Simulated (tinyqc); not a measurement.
Electron continuity equation in a given potential, Scharfetter-Gummel discretisation: three discretisations compared.

Steady state in one dimension: J = q mu n E + q D dn/dx with E = -dpsi/dx and D = mu Vt, dJ/dx = q (n/tau - G), fixed densities nL and nR at the ends. The potential is given, psi = U x/L, and is not changed by the electrons.

10 equal intervals. Fluxes J_i = (q D/h)(n_(i+1) P_i - n_i Q_i), d_i = (psi_(i+1) - psi_i)/Vt: Scharfetter-Gummel P = B(d), Q = B(-d), B(d) = d/(exp(d) - 1); central P = 1 - d/2, Q = 1 + d/2; upwind P = 1 + max(-d, 0), Q = 1 + max(d, 0). Balance at each inner node: J_i - J_(i-1) = q h (n_i/tau - G). The reference is Scharfetter-Gummel on 2000 intervals.

Parameters, values chosen for the exercise; mobility close to that of germanium at room temperature:
- T = 300 K (temperature)
- mu = 3840 cm^2/(V s) (electron mobility)
- L = 10 um (length of the region)
- nL = 5.1e13 cm^-3 (density at x = 0)
- nR = 0 cm^-3 (density at x = L)
- tau = 1.1e-9 s (lifetime)
- G = 0 cm^-3 s^-1 (uniform generation rate)
- U = 0.18 V (potential difference psi(L) - psi(0))

Constants: q = 1.602176634e-19 C, kB = 1.380649e-23 J/K, Vt = kB T/q. Results are converted to the units shown.

Densities (cm^-3):
```
node,Scharfetter-Gummel,central,upwind,reference
0,5.100e13,5.100e13,5.100e13,5.100e13
1,4.557e13,4.555e13,4.573e13,4.554e13
2,4.071e13,4.067e13,4.097e13,4.065e13
3,3.635e13,3.630e13,3.665e13,3.627e13
4,3.241e13,3.236e13,3.269e13,3.231e13
5,2.879e13,2.875e13,2.895e13,2.868e13
6,2.533e13,2.533e13,2.526e13,2.522e13
7,2.176e13,2.181e13,2.133e13,2.165e13
8,1.747e13,1.759e13,1.660e13,1.737e13
9,1.116e13,1.134e13,1.010e13,1.110e13
10,0,0,0,0
```

What does the table show?

Largest errors as a share of the largest reference density listed: Scharfetter-Gummel 0.21 %, central 0.46 %, upwind 2.0 %. The largest |d| is 0.696. Upwinding stays positive but acts as if D were larger by the factor 1 + |d|/2, up to 1.35 here.

tinyqc, about 0.01 s, one thread, Intel Xeon 2.30GHz (shared host): `OMP_NUM_THREADS=1 python tinyqc.py 2220035 2220036 out.jsonl`
